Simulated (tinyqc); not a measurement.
What each parameter does: linear model of a band gap against the share of exact exchange.

E(alpha) = E0 + S alpha. A wider gap screens less, modelled in the Penn form eps(alpha) = 1 + (e0 - 1)(EP/(EP + S alpha))^2 with a scale EP chosen for the exercise. A dielectric-dependent hybrid takes alpha = 1/eps.

Inputs chosen for the exercise (of the order of those of SiC; shifted at random, so the results belong to these values and not to a real crystal):
```
symbol  value  unit  meaning
E0      2.22   eV    gap of the semi-local functional
S       6.3    eV    slope dE/d(alpha)
e0      7.26         optical dielectric constant at alpha = 0
EP      17.6   eV    energy scale of the screening
```

Fixed point alpha = 1/eps(alpha), gap and eps there.

One parameter was then changed.

Results before and after:
```
case,alpha,E (eV),eps
base,0.1507,3.169,6.636
changed,0.1360,3.077,7.352
```

Which of these changes was made? (a) e0 = 7.986; (b) S = 6.93 eV; (c) EP = 19.36 eV; (d) E0 = 1.998 eV.
Answer: (a) e0 = 7.986. Of the candidates, run in turn, only this one gives the changed row.

All candidates:
```
case,alpha,E (eV),eps
base,0.1507,3.169,6.636
E0 = 1.998 eV,0.1507,2.947,6.636
S = 6.93 eV,0.1522,3.274,6.572
e0 = 7.986,0.1360,3.077,7.352
EP = 19.36 eV,0.1494,3.161,6.693
```

Program tinyqc; command `OMP_NUM_THREADS=1 python tinyqc.py 1880999 1881000 out.jsonl`; about 0.01 s on one thread of a shared Intel(R) Xeon(R) Processor @ 2.30GHz.
